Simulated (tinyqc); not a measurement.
Starting guesses with DIIS over 6 matrices: SCF starting guesses in the sto-3g basis, for BeH2, spin multiplicity 1. Computed by the program tinyqc with PySCF. 

Geometry (angstrom):

| atom | x | y | z |
|---|---|---|---|
| Be | 0.0000 | 0.0000 | 0.0000 |
| H | 0.0000 | 1.7270 | 0.0000 |
| H | 0.0000 | -1.7690 | 0.0000 |

lowest restricted solution found by these runs and by PySCF = -15.453132 hartree

RHF with one setting changed at a time; a run stops when the energy changes by less than 1e-09 hartree and the error matrix is below 1e-5. Starts: the lowest orbitals of the core Hamiltonian, of the Wolfsberg-Helmholz matrix (K = 1.75), projected atomic densities, random orbitals, and the highest orbitals of the core Hamiltonian (a deliberately bad start).

Largest element of the error matrix X^T (FDS - SDF) X:

| iteration | core | Wolfsberg-Helmholz | atomic densities | random | highest core orbitals |
|---|---|---|---|---|---|
| 1 | 5.0e-01 | 2.1e-01 | 2.1e-01 | 3.0e+00 | 9.6e-02 |
| 2 | 3.5e-02 | 2.0e-02 | 1.1e-01 | 3.2e-01 | 3.0e-01 |
| 3 | 3.4e-03 | 5.9e-03 | 2.0e-02 | 3.8e-01 | 3.0e-01 |
| 4 | 7.5e-04 | 7.0e-04 | 8.8e-04 | 2.6e-01 | 3.0e-01 |
| 5 | 7.4e-05 | 3.8e-06 | 1.3e-05 | 1.5e-02 | 2.0e-01 |
| 6 | 9.0e-07 | 3.8e-07 | 1.3e-06 | 2.0e-03 | 3.5e-01 |
| 8 | - | - | - | 2.5e-05 | 3.9e-01 |
| 10 | - | - | - | 1.0e-06 | 3.5e-01 |
| 14 | - | - | - | - | 1.0e-01 |

How each run ends:

| run | iterations | E (hartree) | state |
|---|---|---|---|
| core | 7 | -15.453132 | lowest found |
| Wolfsberg-Helmholz | 6 | -15.453132 | lowest found |
| atomic densities | 6 | -15.453132 | lowest found |
| random | 10 | -15.453132 | lowest found |
| highest core orbitals | 18 | -15.453132 | lowest found |

5 of 5 runs reach the lowest restricted solution found, in 6 to 18 iterations (fastest: Wolfsberg-Helmholz, atomic densities). The first errors are 5e-01, 2e-01, 2e-01, 3e+00, 1e-01; the deliberately bad start has the smallest one, so a small first error does not mark a good start.
